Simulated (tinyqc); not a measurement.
# Inputs raised by 5 %, one at a time

Model: phonon transmission through an interface between two chains by Green functions. Computed by tinyqc, a small Python program. Command: `OMP_NUM_THREADS=1 python tinyqc.py 3012638 3012639 out.jsonl agf sens`. One thread of a shared host (Intel(R) Xeon(R) Processor @ 2.30GHz), about 0.05 s of CPU time with the checks.

Two semi-infinite chains (masses m_1, m_2; springs k_1, k_2), motion along the chain. The central region holds the end atom of each chain and three interlayer atoms of mass m_b, joined by springs k_b. lambda = omega^2 in eV/(angstrom^2 u); nu = 15.6333042 THz x sqrt(lambda).

Inputs (values chosen for the exercise, for two model chains):
```
quantity                          value           unit
mass m_1                           18.8              u
spring k_1                         7.48  eV/angstrom^2
mass m_2                           19.7              u
spring k_2                         5.44  eV/angstrom^2
junction spring k_b                4.02  eV/angstrom^2
interlayer mass m_b                39.3              u
probe frequency / lower band top   0.29              -
temperature T                       200              K
```

Atoms in the interlayer: three.

Constants: nu for 1 eV/(angstrom^2 u) = 15.6333042 THz; h x 1 THz = 4.135667696 meV; k_B = 8.617333262e-05 eV/K; k_B = 1.380649e-23 J/K; h = 6.62607015e-34 J s.

Method:
- nu_max = 15.6333042 THz x 2 sqrt(k/m); impedance Z = sqrt(k m); long-wave transmission 4 Z_1 Z_2/(Z_1 + Z_2)^2; the probe frequency is the given share of the lower band top.
- In chain i, sin(q_i a/2) = nu/nu_max,i. An outgoing wave makes the next atom move as exp(i q_i a) times the end atom, so the lead adds the self-energy Sigma_i = -k_i exp(i q_i a) to the force-constant matrix; Gamma_i = -2 Im Sigma_i = 2 k_i sin(q_i a).
- A = lambda M - K - Sigma over the central atoms, with K_ii the sum of the springs at i, K_(i,i+1) = -k_b; G = inverse of A; transmission = Gamma_1 Gamma_2 |G_(first,last)|^2.
- Landauer conductance G = k_B int tau(nu) x^2 e^x/(e^x - 1)^2 d nu, x = h nu/(k_B T), from 0 to the lower band top (240 Gauss-Legendre points in s from 0 to 1, nu = nu_top sin(pi s/2)); tau is the transmission, and its thermal mean is G over the value for tau = 1 in the same window; the quantum is g_0 = pi^2 k_B^2 T/(3 h).

Runs:
```
input moved                          from      to  conductance G (pW/K)  thermal mean of the transmission  long-wave transmission  transmission
base run                                -       -                107.73                           0.67138                 0.99540       0.95933
mass m_1 (u)                         18.8   19.74                107.94                           0.67270                 0.99361       0.95746
spring k_1 (eV/angstrom^2)           7.48   7.854                107.67                           0.67097                 0.99361       0.95547
mass m_2 (u)                         19.7  20.685                108.17                           0.68158                 0.99690       0.95727
spring k_2 (eV/angstrom^2)           5.44   5.712                107.88                           0.66518                 0.99690       0.96251
junction spring k_b (eV/angstrom^2)  4.02   4.221                109.60                           0.68299                 0.99540       0.95926
interlayer mass m_b (u)              39.3  41.265                105.03                           0.65450                 0.99540       0.96490
temperature T (K)                     200     210                108.92                           0.66111                 0.99540       0.95933
```

Exponents ln(y'/y) / ln(x'/x):
```
input                conductance G  thermal mean of the transmission  long-wave transmission  transmission
mass m_1                     0.040                             0.040                  -0.037        -0.040
spring k_1                  -0.012                            -0.012                  -0.037        -0.083
mass m_2                     0.083                             0.309                   0.031        -0.044
spring k_2                   0.027                            -0.190                   0.031         0.068
junction spring k_b          0.351                             0.351                   0.000        -0.002
interlayer mass m_b         -0.522                            -0.522                   0.000         0.119
temperature T                0.224                            -0.316                   0.000         0.000
```

To which inputs is each result most sensitive?

Among the inputs moved here: conductance G answers most in size to interlayer mass m_b (exponent -0.522), next to junction spring k_b (+0.351). Thermal mean of the transmission answers most in size to interlayer mass m_b (exponent -0.522), next to junction spring k_b (+0.351). Long-wave transmission answers most in size to mass m_1 (exponent -0.037), and about equally to spring k_1 (-0.037); its exponent is below 0.0005 for junction spring k_b, interlayer mass m_b, temperature T. Its exponent 0.000 in junction spring k_b: long waves do not see the junction. Transmission answers most in size to interlayer mass m_b (exponent +0.119), next to spring k_1 (-0.083); its exponent is below 0.0005 for temperature T.
